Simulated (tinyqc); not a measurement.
UHF in the sto-3g basis, for BeH2, spin multiplicity 1, step by step (part 2 of 2). Computed by tinyqc, a small Python program that keeps every step (integrals from PySCF). Command: `OMP_NUM_THREADS=1 python tinyqc.py 30999 31000 out.jsonl` (the two numbers bound the seeds that draw the settings). One thread of a shared host (Intel(R) Xeon(R) Processor @ 2.60GHz), about 0.1 s of CPU time with the checks.

Geometry (angstrom):
```
atom         x          y         z
Be    0.000000   0.000000  0.000000
H     0.000000   1.401000  0.081000
H     0.000000  -1.401000  0.081000
```

## Iteration 2: building the Fock matrix

D(alpha) after iteration 1, order 1Be 1s, 1Be 2s, 1Be 2px, 1Be 2py, 1Be 2pz, 2H 1s, 3H 1s:
```
[[1.018796, -0.057089, 0.000000, 0.000000, -0.073676, -0.081408, -0.081408],
 [-0.057089, 0.237047, 0.000000, 0.000000, 0.181714, 0.188078, 0.188078],
 [0.000000, 0.000000, 0.000000, 0.000000, 0.000000, 0.000000, 0.000000],
 [0.000000, 0.000000, 0.000000, 0.227969, 0.000000, 0.204657, -0.204657],
 [-0.073676, 0.181714, 0.000000, 0.000000, 0.140188, 0.145250, 0.145250],
 [-0.081408, 0.188078, 0.000000, 0.204657, 0.145250, 0.334252, -0.033208],
 [-0.081408, 0.188078, 0.000000, -0.204657, 0.145250, -0.033208, 0.334252]]
```

D(beta) after iteration 1, order 1Be 1s, 1Be 2s, 1Be 2px, 1Be 2py, 1Be 2pz, 2H 1s, 3H 1s:
```
[[1.023564, -0.071067, 0.000000, 0.000000, 0.069873, -0.085382, -0.085382],
 [-0.071067, 0.275359, 0.000000, 0.000000, -0.173953, 0.203121, 0.203121],
 [0.000000, 0.000000, 0.000000, 0.000000, 0.000000, 0.000000, 0.000000],
 [0.000000, 0.000000, 0.000000, 0.235474, 0.000000, 0.205375, -0.205375],
 [0.069873, -0.173953, 0.000000, 0.000000, 0.110513, -0.129137, -0.129137],
 [-0.085382, 0.203121, 0.000000, 0.205375, -0.129137, 0.330037, -0.028209],
 [-0.085382, 0.203121, 0.000000, -0.205375, -0.129137, -0.028209, 0.330037]]
```

core Hamiltonian H = T + V (hartree), order 1Be 1s, 1Be 2s, 1Be 2px, 1Be 2py, 1Be 2pz, 2H 1s, 3H 1s:
```
[[-8.621286, -2.127977, 0.000000, 0.000000, -0.001895, -0.501805, -0.501805],
 [-2.127977, -2.815243, 0.000000, 0.000000, -0.016260, -1.197982, -1.197982],
 [0.000000, 0.000000, -2.274526, 0.000000, 0.000000, 0.000000, 0.000000],
 [0.000000, 0.000000, 0.000000, -2.492591, 0.000000, -1.259160, 1.259160],
 [-0.001895, -0.016260, 0.000000, 0.000000, -2.275255, -0.074521, -0.074521],
 [-0.501805, -1.197982, 0.000000, -1.259160, -0.074521, -2.154580, -0.101732],
 [-0.501805, -1.197982, 0.000000, 1.259160, -0.074521, -0.101732, -2.154580]]
```

nuclear repulsion = 3.20553071 hartree

Given earlier and not repeated: Two-electron integrals (ij|kl) in chemists' order.

J_ij = sum D_kl (ij|kl) with D = D(alpha) + D(beta), K_ij = sum D_kl (ik|jl) for each spin; F = H + J - K(s); E = tr D H + tr D J / 2 - 0.5 sum_s tr D(s) K(s) + E_nn.

Coulomb J (hartree), order 1Be 1s, 1Be 2s, 1Be 2px, 1Be 2py, 1Be 2pz, 2H 1s, 3H 1s:
```
[[6.416850, 1.247480, 0.000000, 0.000000, 0.002885, 0.289446, 0.289446],
 [1.247480, 2.641340, 0.000000, 0.000000, 0.019337, 1.107946, 1.107946],
 [0.000000, 0.000000, 2.566063, 0.000000, 0.000000, 0.000000, 0.000000],
 [0.000000, 0.000000, 0.000000, 2.769292, 0.000000, 1.270216, -1.270216],
 [0.002885, 0.019337, 0.000000, 0.000000, 2.578799, 0.075859, 0.075859],
 [0.289446, 1.107946, 0.000000, 1.270216, 0.075859, 2.433092, 0.079171],
 [0.289446, 1.107946, 0.000000, -1.270216, 0.075859, 0.079171, 2.433092]]
```

exchange K(alpha) (hartree), order 1Be 1s, 1Be 2s, 1Be 2px, 1Be 2py, 1Be 2pz, 2H 1s, 3H 1s:
```
[[2.309960, 0.412205, 0.000000, 0.000000, -0.002127, 0.097975, 0.097975],
 [0.412205, 0.403624, 0.000000, 0.000000, 0.144404, 0.281262, 0.281262],
 [0.000000, 0.000000, 0.071074, 0.000000, 0.000000, 0.000000, 0.000000],
 [0.000000, 0.000000, 0.000000, 0.471110, 0.000000, 0.332314, -0.332314],
 [-0.002127, 0.144404, 0.000000, 0.000000, 0.137382, 0.094593, 0.094593],
 [0.097975, 0.281262, 0.000000, 0.332314, 0.094593, 0.560632, 0.005588],
 [0.097975, 0.281262, 0.000000, -0.332314, 0.094593, 0.005588, 0.560632]]
```

exchange K(beta) (hartree), order 1Be 1s, 1Be 2s, 1Be 2px, 1Be 2py, 1Be 2pz, 2H 1s, 3H 1s:
```
[[2.312254, 0.410462, 0.000000, 0.000000, 0.002234, 0.097344, 0.097344],
 [0.410462, 0.420352, 0.000000, 0.000000, -0.114030, 0.283830, 0.283830],
 [0.000000, 0.000000, 0.074354, 0.000000, 0.000000, 0.000000, 0.000000],
 [0.000000, 0.000000, 0.000000, 0.477557, 0.000000, 0.332659, -0.332659],
 [0.002234, -0.114030, 0.000000, 0.000000, 0.116394, -0.059584, -0.059584],
 [0.097344, 0.283830, 0.000000, 0.332659, -0.059584, 0.553868, 0.003711],
 [0.097344, 0.283830, 0.000000, -0.332659, -0.059584, 0.003711, 0.553868]]
```

F(alpha) (hartree), order 1Be 1s, 1Be 2s, 1Be 2px, 1Be 2py, 1Be 2pz, 2H 1s, 3H 1s:
```
[[-4.514396, -1.292703, 0.000000, 0.000000, 0.003117, -0.310334, -0.310334],
 [-1.292703, -0.577527, 0.000000, 0.000000, -0.141327, -0.371297, -0.371297],
 [0.000000, 0.000000, 0.220463, 0.000000, 0.000000, 0.000000, 0.000000],
 [0.000000, 0.000000, 0.000000, -0.194409, 0.000000, -0.321258, 0.321258],
 [0.003117, -0.141327, 0.000000, 0.000000, 0.166162, -0.093256, -0.093256],
 [-0.310334, -0.371297, 0.000000, -0.321258, -0.093256, -0.282120, -0.028148],
 [-0.310334, -0.371297, 0.000000, 0.321258, -0.093256, -0.028148, -0.282120]]
```

F(beta) (hartree), order 1Be 1s, 1Be 2s, 1Be 2px, 1Be 2py, 1Be 2pz, 2H 1s, 3H 1s:
```
[[-4.516690, -1.290959, 0.000000, 0.000000, -0.001244, -0.309703, -0.309703],
 [-1.290959, -0.594255, 0.000000, 0.000000, 0.117107, -0.373865, -0.373865],
 [0.000000, 0.000000, 0.217183, 0.000000, 0.000000, 0.000000, 0.000000],
 [0.000000, 0.000000, 0.000000, -0.200856, 0.000000, -0.321604, 0.321604],
 [-0.001244, 0.117107, 0.000000, 0.000000, 0.187150, 0.060921, 0.060921],
 [-0.309703, -0.373865, 0.000000, -0.321604, 0.060921, -0.275356, -0.026272],
 [-0.309703, -0.373865, 0.000000, 0.321604, 0.060921, -0.026272, -0.275356]]
```

total energy of this density = -15.48388738 hartree

## Iteration 2: DIIS over 2 matrices

error matrix X^T (FDS - SDF) X (alpha):
```
[[0.000000, -0.014975, 0.000000, 0.000000, 0.019759, 0.008898, 0.008898],
 [0.014975, 0.000000, 0.000000, 0.000000, -0.068886, -0.013122, -0.013122],
 [0.000000, 0.000000, 0.000000, 0.000000, 0.000000, 0.000000, 0.000000],
 [0.000000, 0.000000, 0.000000, 0.000000, 0.000000, -0.005105, 0.005105],
 [-0.019759, 0.068886, 0.000000, 0.000000, 0.000000, 0.046853, 0.046853],
 [-0.008898, 0.013122, 0.000000, 0.005105, -0.046853, 0.000000, 0.000000],
 [-0.008898, 0.013122, 0.000000, -0.005105, -0.046853, 0.000000, 0.000000]]
```

B (overlaps of the stored error matrices):
```
[[2.2960415e-01, 7.3303843e-02],
 [7.3303843e-02, 3.8204632e-02]]
```

Minimise |sum c_i e_i|^2 with sum c_i = 1: solve [B -1; -1 0][c; lambda] = [0; -1] with B_ij = tr e_i^T e_j summed over both spins, and take F = sum c_i F_i.

DIIS coefficients: [-0.289595, 1.289595]

extrapolated F(alpha) (hartree), order 1Be 1s, 1Be 2s, 1Be 2px, 1Be 2py, 1Be 2pz, 2H 1s, 3H 1s:
```
[[-4.547523, -1.295350, 0.000000, 0.000000, 0.002159, -0.310663, -0.310663],
 [-1.295350, -0.603878, 0.000000, 0.000000, -0.122413, -0.386084, -0.386084],
 [0.000000, 0.000000, 0.204956, 0.000000, 0.000000, 0.000000, 0.000000],
 [0.000000, 0.000000, 0.000000, -0.198177, 0.000000, -0.323655, 0.323655],
 [0.002159, -0.122413, 0.000000, 0.000000, 0.181331, -0.083052, -0.083052],
 [-0.310663, -0.386084, 0.000000, -0.323655, -0.083052, -0.290081, -0.034847],
 [-0.310663, -0.386084, 0.000000, 0.323655, -0.083052, -0.034847, -0.290081]]
```

extrapolated F(beta) (hartree), order 1Be 1s, 1Be 2s, 1Be 2px, 1Be 2py, 1Be 2pz, 2H 1s, 3H 1s:
```
[[-4.549127, -1.294390, 0.000000, 0.000000, 0.000887, -0.310360, -0.310360],
 [-1.294390, -0.617063, 0.000000, 0.000000, 0.097671, -0.387233, -0.387233],
 [0.000000, 0.000000, 0.202306, 0.000000, 0.000000, 0.000000, 0.000000],
 [0.000000, 0.000000, 0.000000, -0.204023, 0.000000, -0.323495, 0.323495],
 [0.000887, 0.097671, 0.000000, 0.000000, 0.196557, 0.050259, 0.050259],
 [-0.310360, -0.387233, 0.000000, -0.323495, 0.050259, -0.282071, -0.032844],
 [-0.310360, -0.387233, 0.000000, 0.323495, 0.050259, -0.032844, -0.282071]]
```

## Iteration 2: diagonalisation and new density

X, order 1Be 1s, 1Be 2s, 1Be 2px, 1Be 2py, 1Be 2pz, 2H 1s, 3H 1s:
```
[[1.028511, -0.153049, 0.000000, 0.000000, -0.001149, 0.019537, 0.019537],
 [-0.153049, 1.228653, 0.000000, 0.000000, 0.013328, -0.289235, -0.289235],
 [0.000000, 0.000000, 1.000000, 0.000000, 0.000000, 0.000000, 0.000000],
 [0.000000, 0.000000, 0.000000, 1.334739, 0.000000, -0.409702, 0.409702],
 [-0.001149, 0.013328, 0.000000, 0.000000, 1.000879, -0.019148, -0.019148],
 [0.019537, -0.289235, 0.000000, -0.409702, -0.019148, 1.267640, -0.089336],
 [0.019537, -0.289235, 0.000000, 0.409702, -0.019148, -0.089336, 1.267640]]
```

Diagonalise F' = X^T F X, C = X C', fill 3 alpha and 3 beta electrons from the bottom; D(s) = C_occ C_occ^T. Each column has its largest component positive (the first on a tie).

F' = X^T F X (alpha) (hartree):
```
[[-4.437511, -0.699866, 0.000000, 0.000000, 0.016167, -0.039380, -0.039380],
 [-0.699866, -0.094233, 0.000000, 0.000000, -0.091042, -0.312417, -0.312417],
 [0.000000, 0.000000, 0.204956, 0.000000, 0.000000, 0.000000, 0.000000],
 [0.000000, 0.000000, 0.000000, 0.269214, 0.000000, -0.444591, 0.444591],
 [0.016167, -0.091042, 0.000000, 0.000000, 0.184801, -0.066665, -0.066665],
 [-0.039380, -0.312417, 0.000000, -0.444591, -0.066665, 0.079751, -0.103486],
 [-0.039380, -0.312417, 0.000000, 0.444591, -0.066665, -0.103486, 0.079751]]
```

orbital energies (alpha) (hartree): [-4.550906, -0.457474, -0.403989, 0.204956, 0.211938, 0.425765, 0.856441]

coefficients C (alpha), order 1Be 1s, 1Be 2s, 1Be 2px, 1Be 2py, 1Be 2pz, 2H 1s, 3H 1s:
```
[[0.991857, -0.212605, 0.000000, 0.000000, 0.040769, -0.226674, 0.000000],
 [0.031478, 0.551978, 0.000000, 0.000000, -0.091808, 1.177457, 0.000000],
 [0.000000, 0.000000, 0.000000, 1.000000, 0.000000, 0.000000, 0.000000],
 [0.000000, 0.000000, 0.487600, 0.000000, 0.000000, 0.000000, 1.370943],
 [0.000434, 0.191448, 0.000000, 0.000000, 0.982624, 0.021649, 0.000000],
 [-0.003397, 0.389565, 0.421599, 0.000000, -0.105021, -0.784731, -0.954359],
 [-0.003397, 0.389565, -0.421599, 0.000000, -0.105021, -0.784731, 0.954359]]
```

F' = X^T F X (beta) (hartree):
```
[[-4.439704, -0.696971, 0.000000, 0.000000, -0.013642, -0.039002, -0.039002],
 [-0.696971, -0.106012, 0.000000, 0.000000, 0.102744, -0.315452, -0.315452],
 [0.000000, 0.000000, 0.202306, 0.000000, 0.000000, 0.000000, 0.000000],
 [0.000000, 0.000000, 0.000000, 0.260464, 0.000000, -0.444389, 0.444389],
 [-0.013642, 0.102744, 0.000000, 0.000000, 0.195715, 0.026361, 0.026361],
 [-0.039002, -0.315452, 0.000000, -0.444389, 0.026361, 0.087186, -0.104793],
 [-0.039002, -0.315452, 0.000000, 0.444389, 0.026361, -0.104793, 0.087186]]
```

orbital energies (beta) (hartree): [-4.552441, -0.452750, -0.403172, 0.200902, 0.202306, 0.436680, 0.855615]

coefficients C (beta), order 1Be 1s, 1Be 2s, 1Be 2px, 1Be 2py, 1Be 2pz, 2H 1s, 3H 1s:
```
[[0.991933, -0.218227, 0.000000, 0.012795, 0.000000, -0.224292, 0.000000],
 [0.031183, 0.574246, 0.000000, -0.141630, 0.000000, 1.161771, 0.000000],
 [0.000000, 0.000000, 0.000000, 0.000000, 1.000000, 0.000000, 0.000000],
 [0.000000, 0.000000, 0.497071, 0.000000, 0.000000, 0.000000, 1.367538],
 [-0.000569, -0.161429, 0.000000, 0.960577, 0.000000, 0.232173, 0.000000],
 [-0.003337, 0.385108, 0.414989, 0.202764, 0.000000, -0.767575, -0.957252],
 [-0.003337, 0.385108, -0.414989, 0.202764, 0.000000, -0.767575, 0.957252]]
```

D(alpha) after iteration 2, order 1Be 1s, 1Be 2s, 1Be 2px, 1Be 2py, 1Be 2pz, 2H 1s, 3H 1s:
```
[[1.028981, -0.086131, 0.000000, 0.000000, -0.040272, -0.086192, -0.086192],
 [-0.086131, 0.305670, 0.000000, 0.000000, 0.105689, 0.214924, 0.214924],
 [0.000000, 0.000000, 0.000000, 0.000000, 0.000000, 0.000000, 0.000000],
 [0.000000, 0.000000, 0.000000, 0.237754, 0.000000, 0.205572, -0.205572],
 [-0.040272, 0.105689, 0.000000, 0.000000, 0.036653, 0.074580, 0.074580],
 [-0.086192, 0.214924, 0.000000, 0.205572, 0.074580, 0.329518, -0.025974],
 [-0.086192, 0.214924, 0.000000, -0.205572, 0.074580, -0.025974, 0.329518]]
```

D(beta) after iteration 2, order 1Be 1s, 1Be 2s, 1Be 2px, 1Be 2py, 1Be 2pz, 2H 1s, 3H 1s:
```
[[1.031554, -0.094385, 0.000000, 0.000000, 0.034664, -0.087351, -0.087351],
 [-0.094385, 0.330731, 0.000000, 0.000000, -0.092718, 0.221043, 0.221043],
 [0.000000, 0.000000, 0.000000, 0.000000, 0.000000, 0.000000, 0.000000],
 [0.000000, 0.000000, 0.000000, 0.247079, 0.000000, 0.206279, -0.206279],
 [0.034664, -0.092718, 0.000000, 0.000000, 0.026060, -0.062166, -0.062166],
 [-0.087351, 0.221043, 0.000000, 0.206279, -0.062166, 0.320535, -0.023896],
 [-0.087351, 0.221043, 0.000000, -0.206279, -0.062166, -0.023896, 0.320535]]
```

## Iteration 9 (converged): orbitals

converged F(alpha) (hartree), order 1Be 1s, 1Be 2s, 1Be 2px, 1Be 2py, 1Be 2pz, 2H 1s, 3H 1s:
```
[[-4.519859, -1.288235, 0.000000, 0.000000, 0.001328, -0.309190, -0.309190],
 [-1.288235, -0.620197, 0.000000, 0.000000, -0.012424, -0.392733, -0.392733],
 [0.000000, 0.000000, 0.213156, 0.000000, 0.000000, 0.000000, 0.000000],
 [0.000000, 0.000000, 0.000000, -0.208991, 0.000000, -0.325449, 0.325449],
 [0.001328, -0.012424, 0.000000, 0.000000, 0.212208, -0.014959, -0.014959],
 [-0.309190, -0.392733, 0.000000, -0.325449, -0.014959, -0.286960, -0.037098],
 [-0.309190, -0.392733, 0.000000, 0.325449, -0.014959, -0.037098, -0.286960]]
```

converged F(beta) (hartree), order 1Be 1s, 1Be 2s, 1Be 2px, 1Be 2py, 1Be 2pz, 2H 1s, 3H 1s:
```
[[-4.519860, -1.288235, 0.000000, 0.000000, 0.001329, -0.309190, -0.309190],
 [-1.288235, -0.620198, 0.000000, 0.000000, -0.012421, -0.392733, -0.392733],
 [0.000000, 0.000000, 0.213155, 0.000000, 0.000000, 0.000000, 0.000000],
 [0.000000, 0.000000, 0.000000, -0.208991, 0.000000, -0.325448, 0.325448],
 [0.001329, -0.012421, 0.000000, 0.000000, 0.212208, -0.014957, -0.014957],
 [-0.309190, -0.392733, 0.000000, -0.325448, -0.014957, -0.286959, -0.037098],
 [-0.309190, -0.392733, 0.000000, 0.325448, -0.014957, -0.037098, -0.286959]]
```

As before.

F' = X^T F X (alpha) (hartree):
```
[[-4.410636, -0.694109, 0.000000, 0.000000, 0.001090, -0.038370, -0.038370],
 [-0.694109, -0.108477, 0.000000, 0.000000, 0.005411, -0.318731, -0.318731],
 [0.000000, 0.000000, 0.213156, 0.000000, 0.000000, 0.000000, 0.000000],
 [0.000000, 0.000000, 0.000000, 0.255675, 0.000000, -0.445515, 0.445515],
 [0.001090, 0.005411, 0.000000, 0.000000, 0.213453, -0.018921, -0.018921],
 [-0.038370, -0.318731, 0.000000, -0.445515, -0.018921, 0.086804, -0.106685],
 [-0.038370, -0.318731, 0.000000, 0.445515, -0.018921, -0.106685, 0.086804]]
```

orbital energies (alpha) (hartree): [-4.523279, -0.444983, -0.406238, 0.211500, 0.213156, 0.431221, 0.855401]

coefficients C (alpha), order 1Be 1s, 1Be 2s, 1Be 2px, 1Be 2py, 1Be 2pz, 2H 1s, 3H 1s:
```
[[0.991772, -0.219357, 0.000000, 0.027288, 0.000000, -0.222602, 0.000000],
 [0.031743, 0.573001, 0.000000, -0.120477, 0.000000, 1.164753, 0.000000],
 [0.000000, 0.000000, 0.000000, 0.000000, 1.000000, 0.000000, 0.000000],
 [0.000000, 0.000000, 0.500571, 0.000000, 0.000000, 0.000000, 1.366260],
 [-0.000030, 0.013580, 0.000000, 0.992614, 0.000000, 0.131164, 0.000000],
 [-0.003329, 0.392990, 0.412536, 0.052840, 0.000000, -0.788264, -0.958312],
 [-0.003329, 0.392990, -0.412536, 0.052840, 0.000000, -0.788264, 0.958312]]
```

F' = X^T F X (beta) (hartree):
```
[[-4.410637, -0.694109, 0.000000, 0.000000, 0.001090, -0.038370, -0.038370],
 [-0.694109, -0.108478, 0.000000, 0.000000, 0.005414, -0.318731, -0.318731],
 [0.000000, 0.000000, 0.213155, 0.000000, 0.000000, 0.000000, 0.000000],
 [0.000000, 0.000000, 0.000000, 0.255674, 0.000000, -0.445515, 0.445515],
 [0.001090, 0.005414, 0.000000, 0.000000, 0.213453, -0.018920, -0.018920],
 [-0.038370, -0.318731, 0.000000, -0.445515, -0.018920, 0.086805, -0.106685],
 [-0.038370, -0.318731, 0.000000, 0.445515, -0.018920, -0.106685, 0.086805]]
```

orbital energies (beta) (hartree): [-4.523280, -0.444983, -0.406238, 0.211500, 0.213155, 0.431222, 0.855401]

coefficients C (beta), order 1Be 1s, 1Be 2s, 1Be 2px, 1Be 2py, 1Be 2pz, 2H 1s, 3H 1s:
```
[[0.991772, -0.219357, 0.000000, 0.027287, 0.000000, -0.222601, 0.000000],
 [0.031743, 0.573003, 0.000000, -0.120478, 0.000000, 1.164752, 0.000000],
 [0.000000, 0.000000, 0.000000, 0.000000, 1.000000, 0.000000, 0.000000],
 [0.000000, 0.000000, 0.500573, 0.000000, 0.000000, 0.000000, 1.366260],
 [-0.000030, 0.013575, 0.000000, 0.992614, 0.000000, 0.131168, 0.000000],
 [-0.003329, 0.392989, 0.412535, 0.052845, 0.000000, -0.788264, -0.958312],
 [-0.003329, 0.392989, -0.412535, 0.052845, 0.000000, -0.788264, 0.958312]]
```

D(alpha) after iteration 9, order 1Be 1s, 1Be 2s, 1Be 2px, 1Be 2py, 1Be 2pz, 2H 1s, 3H 1s:
```
[[1.031728, -0.094210, 0.000000, 0.000000, -0.003008, -0.089506, -0.089506],
 [-0.094210, 0.329338, 0.000000, 0.000000, 0.007781, 0.225078, 0.225078],
 [0.000000, 0.000000, 0.000000, 0.000000, 0.000000, 0.000000, 0.000000],
 [0.000000, 0.000000, 0.000000, 0.250572, 0.000000, 0.206504, -0.206504],
 [-0.003008, 0.007781, 0.000000, 0.000000, 0.000184, 0.005337, 0.005337],
 [-0.089506, 0.225078, 0.000000, 0.206504, 0.005337, 0.324638, -0.015734],
 [-0.089506, 0.225078, 0.000000, -0.206504, 0.005337, -0.015734, 0.324638]]
```

D(beta) after iteration 9, order 1Be 1s, 1Be 2s, 1Be 2px, 1Be 2py, 1Be 2pz, 2H 1s, 3H 1s:
```
[[1.031729, -0.094210, 0.000000, 0.000000, -0.003007, -0.089506, -0.089506],
 [-0.094210, 0.329340, 0.000000, 0.000000, 0.007778, 0.225078, 0.225078],
 [0.000000, 0.000000, 0.000000, 0.000000, 0.000000, 0.000000, 0.000000],
 [0.000000, 0.000000, 0.000000, 0.250573, 0.000000, 0.206504, -0.206504],
 [-0.003007, 0.007778, 0.000000, 0.000000, 0.000184, 0.005335, 0.005335],
 [-0.089506, 0.225078, 0.000000, 0.206504, 0.005335, 0.324636, -0.015734],
 [-0.089506, 0.225078, 0.000000, -0.206504, 0.005335, -0.015734, 0.324636]]
```

## Convergence

Stop when the energy changes by less than 1e-09 hartree and every element of the error matrix X^T (F D S - S D F) X (for each spin) is below 9e-06.

Course of the cycle:
```
iteration   E (hartree)     change  largest element of the error matrix
1          -15.26745064          -                             1.26e-01
2          -15.48388738  -2.16e-01                             6.89e-02
3          -15.53590353  -5.20e-02                             3.12e-02
4          -15.55060803  -1.47e-02                             7.55e-03
5          -15.55152978  -9.22e-04                             7.46e-04
6          -15.55153395  -4.17e-06                             2.94e-04
7          -15.55153561  -1.66e-06                             1.24e-04
8          -15.55153583  -2.14e-07                             9.63e-06
9          -15.55153583  -8.26e-10                             1.73e-06
```

PySCF UHF in the same basis, after a stability check = -15.55153583 hartree

Converged in 9 iterations.

## Populations, bond orders and dipole

overlap S, order 1Be 1s, 1Be 2s, 1Be 2px, 1Be 2py, 1Be 2pz, 2H 1s, 3H 1s:
```
[[1.000000, 0.259517, 0.000000, 0.000000, 0.000000, 0.060434, 0.060434],
 [0.259517, 1.000000, 0.000000, 0.000000, 0.000000, 0.434584, 0.434584],
 [0.000000, 0.000000, 1.000000, 0.000000, 0.000000, 0.000000, 0.000000],
 [0.000000, 0.000000, 0.000000, 1.000000, 0.000000, 0.506547, -0.506547],
 [0.000000, 0.000000, 0.000000, 0.000000, 1.000000, 0.029286, 0.029286],
 [0.060434, 0.434584, 0.000000, 0.506547, 0.029286, 1.000000, 0.027493],
 [0.060434, 0.434584, 0.000000, -0.506547, 0.029286, 0.027493, 1.000000]]
```

Mulliken: Z minus the diagonal of D S on the atom; Loewdin: the same with S^(1/2) D S^(1/2); Mayer order: 2 sum_s sum (D(s) S)_ij (D(s) S)_ji over the two atoms.

Charges (e):
```
atom   Mulliken    Loewdin  Mulliken spin
1Be    0.085482   0.070291      -3.17e-06
2H    -0.042741  -0.035146       1.58e-06
3H    -0.042741  -0.035146       1.58e-06
```

Mayer bond orders:
```
pair     order
2-1   0.996752
3-1   0.996752
3-2   0.001421
```

dipole moment about the origin, x y z (debye): [0.000000, 0.000000, -0.263552]

<S^2> of the determinant (pure state: 0) = 3.14e-11
